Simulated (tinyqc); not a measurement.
Microkinetic model of low-temperature epitaxy from hydride gases: adsorption, hydrogen desorption and rate control: one step, computed by the program tinyqc. Command: `OMP_NUM_THREADS=1 python tinyqc.py 3025121 3025122 out.jsonl hepi walk`. One thread of a shared host (Intel(R) Xeon(R) Processor @ 2.30GHz), about 0.01 s of CPU time with the checks.

Each hydride molecule needs two free sites and leaves four hydrogen atoms, of which two leave at once as H2; theta is the hydrogen coverage, the site density is 6.78 per nm^2 and one layer is 1.358 angstrom thick.

Task: Rate constants. Flux per site F = p/(sqrt(2 pi M k_B T) x 6.78e18 per m^2), M = 32.12 u (silane), 76.63 u (germane), 2.016 u (hydrogen); s = s0 exp(-E_s/(k_B T)); k_S = s F_S, k_G = r_G s F_G; germanium fraction x = k_G/(k_S + k_G); k = k_S + k_G; k_H = s_H F_H; k_d = nu_d exp(-(E_d - dE x)/(k_B T)). Temperatures in kelvin are T(C) + 273.15.

Inputs (values chosen for the exercise, close to those used for silane and germane, with second-order desorption as on Si(111) but the site density of Si(001)):
```
quantity                                           value  unit
silane pressure p_S                                  2.6    Pa
sticking prefactor of silane s0                    0.058     -
adsorption barrier E_s                              0.15    eV
desorption prefactor nu_d                        2.1e+12   1/s
desorption energy on silicon E_d                    1.99    eV
hydrogen carrier pressure p_H                          0    Pa
sticking of hydrogen s_H                           5e-07     -
temperature T                                        750     C
germane pressure p_G                                0.69    Pa
sticking ratio of germane to silane r_G              3.3     -
lowering of E_d per unit germanium fraction, dE     0.37    eV
```

Film: silicon-germanium. Order of hydrogen desorption: second.

Constants: k_B = 8.617333262e-05 eV/K; u = 1.6605390666e-27 kg; k_B = 1.380649e-23 J/K.

Give: k; germanium fraction x; k_H; k_d.

Result:

k = 92.419 1/s

germanium fraction x = 0.36184

k_H = 0 1/s

k_d = 1511.6 1/s
